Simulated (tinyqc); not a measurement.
# Fully depleted semiconductor-on-insulator film with two gates, non-linear Poisson equation by Newton steps: charge against front-gate voltage

One dimension across the film, front interface at x = 0, back interface at x = ts. psi is counted from the intrinsic level, n = ni exp(psi/Vt) (source grounded), holes neglected, acceptors ionised. Gates act through Cox = eps0 eox/tox and Cbox = 3.9 eps0/tb with potentials G1 = Vg - (phiM - chi - Vt ln(Nc/ni)) and G2 = Vb - (phiB - chi - Vt ln(Nc/ni)). Classical Boltzmann densities, no interface charge, no depletion in the back plane.

ni = sqrt(Nc Nv) exp(-Eg/(2 Vt)), Eg in volts. The Poisson equation eps0 eps_r d2psi/dx2 = q (n + Na), with -eps0 eps_r dpsi/dx = Cox (G1 - psi) at x = 0 and eps0 eps_r dpsi/dx = Cbox (G2 - psi) at x = ts, is solved on 300 equal intervals with half boxes at both ends; N_inv is the trapezoid sum of n. Swing = ln 10/(d ln N_inv/dVg); the last column is (dN_inv/dVb)/(dN_inv/dVg).

Inputs (values chosen for the exercise); band and dielectric values close to those of silicon: temperature T = 250 K; band gap Eg = 1.13 eV; relative permittivity eps_r = 11.9; conduction-band density of states at T Nc = 2.11e19 cm^-3; valence-band density of states at T Nv = 2.05e19 cm^-3; electron affinity chi = 4.07 eV; relative permittivity of the gate insulator (close to aluminium oxide) eox = 9.11; insulator thickness tox = 6.3 nm; film thickness ts = 15 nm; buried-oxide thickness (eps_r 3.9) tb = 8.5 nm; acceptor density of the film Na = 1e15 cm^-3; work function of the front gate phiM = 4.75 eV; work function of the back plane phiB = 4.12 eV; back-gate voltage Vb = 0.1 V.

Constants: q = 1.602176634e-19 C, kB = 1.380649e-23 J/K, Vt = kB T/q, eps0 = 8.8541878128e-14 F/cm where lengths are in cm. Results are converted to the units shown.

Charge against front-gate voltage:
```
Vg (V),psi front (V),psi back (V),N_inv (cm^-2),centroid/ts,swing (mV/decade),q dN_inv/dVg over Cox,back/front leverage
0.08,0.0740,0.272,4.25e6,0.892,88.5,1.38e-5,0.784
0.23,0.199,0.351,2.17e8,0.860,87.1,7.17e-4,0.753
0.38,0.323,0.429,1.12e10,0.804,91.4,0.0352,0.702
0.53,0.433,0.480,2.05e11,0.674,180,0.328,0.567
0.68,0.504,0.493,8.00e11,0.451,357,0.646,0.392
0.83,0.542,0.495,1.69e12,0.302,601,0.808,0.329
0.98,0.565,0.496,2.70e12,0.223,888,0.876,0.307
1.13,0.581,0.497,3.77e12,0.177,1.19e3,0.910,0.296
1.28,0.592,0.497,4.88e12,0.147,1.51e3,0.930,0.291
```

What does the table show?

N_inv passes 1e11 cm^-2 at Vg = 0.481 V. The swing starts at 88.5 mV a decade, against (1 + k) Vt ln 10 = 59.6 for a front channel with k = Cs Cbox/(Cox (Cs + Cbox)) = 0.201, Cs = eps0 eps_r/ts; above threshold this column is no longer a subthreshold swing. The centroid falls from 0.892 to 0.147 of ts and the leverage of the back gate falls from 0.784 to 0.291. For Vg = 0.83, 0.98, 1.13, 1.28 the density at an interface exceeds 0.3 Nc, where Boltzmann statistics fail. For Vg = 0.08, 0.23, 0.38, 1.13, 1.28 the classical centroid lies within 3 nm of an interface, where confinement, left out, would push it away.

Program tinyqc, `OMP_NUM_THREADS=1 python tinyqc.py 2190007 2190008 out.jsonl`; Intel Xeon 2.30GHz, shared host, one thread, about 0.5 s.
